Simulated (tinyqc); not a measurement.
CMOS inverter, nodal equation and switching: one step of the calculation.

An n-channel pull-down (bn, VTn) and a p-channel pull-up (bp, VTp) share the input Vin and the output node Vout, which carries the load C. Transistor (EKV form, voltages against the body): I = 2 n b Vt^2 [F(vp - Vs) - F(vp - Vd)] from drain to source, F(v) = ln^2(1 + exp(v/(2 Vt))), vp = (Vg - VT + sg |Vd - Vs|)/n. n-channel bodies are at 0; for the p-channel device all voltages are counted down from Vdd. b in uA/V^2 gives I in uA. Static: In = Ip. Transient: C dVout/dt = Ip - In. No velocity saturation, no gate capacitance beyond C.

Question. One time step of the falling output. The input steps to Vdd at t = 0; I = In - Ip. Trapezoidal rule: V(new) = V - (dt/C)[I(V) + I(V(new))]/2, solved for V(new); 1 ps uA/fF = 1 mV.

Inputs (values chosen for the exercise):
- T = 300 K (temperature)
- Vdd = 1 V (supply voltage)
- n = 1.16 (slope factor)
- sg = 0.084 (drain-induced barrier lowering)
- VTn = 0.37 V (n-channel threshold)
- VTp = 0.26 V (p-channel threshold (magnitude))
- bn = 450 uA/V^2 (gain factor of the pull-down transistor)
- bp = 140 uA/V^2 (gain factor of the pull-up transistor)
- C = 3.6 fF (load capacitance)
- dt = 5 ps (time step)

Constants: q = 1.602176634e-19 C, kB = 1.380649e-23 J/K, Vt = kB T/q. Results are converted to the units shown.

Vout after step 1 = 0.86482924 V

Give: I(V); I(V(new)); Vout after step 2.

Answer.

I(V) = 95.763 uA
I(V(new)) = 92.785 uA
Vout after step 2 = 0.73389 V

Numbers from tinyqc (`OMP_NUM_THREADS=1 python tinyqc.py 2340051 2340052 out.jsonl`; about 0.04 s on one thread of a shared Intel Xeon 2.30GHz).
